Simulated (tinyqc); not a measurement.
# Peak shift with the field

The DLTS signal is S = C(t2) - C(t1), the change of the capacitance transient between two sampling times. Emission rate en = sn vth(T) Nc(T) exp(-Et/kB T) = sn g T^2 exp(-Et/kB T), g = vth Nc/(300 K)^2, as vth goes as T^0.5 and Nc as T^1.5 (degeneracy factor 1). For an exponential transient S peaks where en = ew = ln(t2/t1)/(t2 - t1). A Coulomb centre of charge +q (when empty) in the field F lowers its barrier by dE = sqrt(q F/(pi eps0 eps_r)) along the field. One-dimensional rate: en exp(b), b = dE/kB T; three-dimensional (Hartke): en {[1 + (b - 1) exp(b)]/b^2 + 1/2}. The peak temperatures solve rate = ew.

Values chosen for this exercise; material values close to those of silicon: relative permittivity eps_r = 11.8; conduction-band density of states at 300 K Nc = 2.76e19 cm^-3; thermal velocity at 300 K vth = 2.2e7 cm/s; depth of the trap below the conduction edge Et = 0.15 eV; capture cross-section sn = 1.5e-14 cm^2; first sampling time t1 = 0.1 ms; second sampling time t2 = 0.25 ms.

Constants: q = 1.602176634e-19 C, kB = 1.380649e-23 J/K, eps0 = 8.8541878128e-14 F/cm where lengths are in cm. Results are converted to the units shown.

Peak shift with the field:
```
F (kV/cm)  dE (meV)  T peak, one-dimensional (K)  T peak, three-dimensional (K)
1.9          9.6303                       87.321                         90.439
4.4          14.655                       84.494                         88.850
10           22.094                       80.291                         86.025
23           33.506                       73.800                         80.839
54           51.341                       63.540                         71.518
120          76.534                       48.748                         56.898
```

dE grows as the square root of F, from 9.63 to 76.5 meV. The peak, at 92.72 K without field, moves down by 44.0 K (one-dimensional) or 35.8 K (three-dimensional) in the last row. A centre that is neutral when empty has no such long-range lowering, so the shift tells the charge state.

tinyqc, about 0.01 s, one thread, Intel Xeon 2.30GHz (shared host): `OMP_NUM_THREADS=1 python tinyqc.py 2050079 2050080 out.jsonl`
